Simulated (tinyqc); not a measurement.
Threshold of a short bulk MOSFET: charge sharing, barrier lowering, narrow width: two steps of the calculation.

n-channel device on a p-type body, depletion approximation, full ionisation. Uniform doping N = Na. Vbi from Boltzmann statistics is rough for the degenerate source. Cox = eps0 eox/tox.

Values chosen for this exercise; band and dielectric values close to those of silicon:

| symbol | value | unit | meaning |
|---|---|---|---|
| T | 300 | K | temperature |
| Eg | 1.14 | eV | band gap |
| eps_r | 11.8 |  | relative permittivity |
| Nc | 2.79e19 | cm^-3 | conduction-band density of states at T |
| Nv | 2.65e19 | cm^-3 | valence-band density of states at T |
| eox | 7.6 |  | relative permittivity of the gate insulator (close to silicon nitride) |
| tox | 7.4 | nm | insulator thickness |
| Na | 9.3e17 | cm^-3 | channel doping |
| Nsd | 1e20 | cm^-3 | source and drain doping |
| Vfb | -0.91 | V | flat-band voltage for the doping Na |
| xj | 100 | nm | junction depth |
| Vbs | -0.5 | V | body-source voltage |
| Vds | 1.2 | V | drain-source voltage |
| W | 370 | nm | gate width |
| xw | 0 |  | shape factor of the fringing depletion at the width edges |
| L | 100 | nm | channel length |

Constants: q = 1.602176634e-19 C, kB = 1.380649e-23 J/K, Vt = kB T/q, eps0 = 8.8541878128e-14 F/cm where lengths are in cm. Results are converted to the units shown.

Problem 1. Long-channel threshold and scales. ni = sqrt(Nc Nv) exp(-Eg/(2 Vt)), Eg in volts; 2 pB = 2 Vt ln(N/ni); flat band Vfb - Vt ln(N/Na); Wd = sqrt(2 eps0 eps_r (2 pB - Vbs)/(q N)); body term q N Wd/Cox; long-channel VT0 = flat band + 2 pB + body term; Vbi = Vt ln(N Nsd/ni^2); scale length l = sqrt((eps_r/eox) tox Wd).

Wanted: N; 2 pB; flat band; Wd; body term; VT0; Vbi; l.

Solution 1.

N = 9.3000e17 cm^-3
2 pB = 0.96548 V
flat band = -0.91000 V
Wd = 45.334 nm
body term = 0.74282 V
VT0 = 0.79830 V
Vbi = 1.0864 V
l = 22.822 nm

Problem 2. Short-channel and narrow-width shifts. Charge sharing (trapezoid; it ignores Vds): F = (xj/L)(sqrt(1 + 2 Wd/xj) - 1), lowering = body term times F. Barrier lowering: th = exp(-L/(2 l)) + 2 exp(-L/l), lowering = th [2 (Vbi - 2 pB) + Vds], DIBL = th. Narrow width: rise = body term times xw Wd/W. VT by each model = VT0 - lowering + rise.

2 pB = 0.96547540 V
Wd = 45.333887 nm
body term = 0.74282362 V
VT0 = 0.79829902 V
Vbi = 1.0864044 V
l = 22.822412 nm

Find: F; lowering by charge sharing; th; lowering of the barrier; DIBL; narrow-width rise; VT, charge sharing; VT, barrier lowering.

Solution 2.

F = 0.3808
lowering by charge sharing = 282.9 mV
th = 0.1368
lowering of the barrier = 197.3 mV
DIBL = 136.8 mV/V
narrow-width rise = 0 mV
VT, charge sharing = 0.5154 V
VT, barrier lowering = 0.6010 V

L is 4.38 scale lengths. The charge-sharing lowering is 43 % above the barrier lowering; the first falls off as 1/L and the second exponentially. Both describe the same loss of gate control, so they are alternatives and are not added.

Numbers from tinyqc (`OMP_NUM_THREADS=1 python tinyqc.py 2002003 2002004 out.jsonl`; about 0.01 s on one thread of a shared Intel Xeon 2.30GHz).
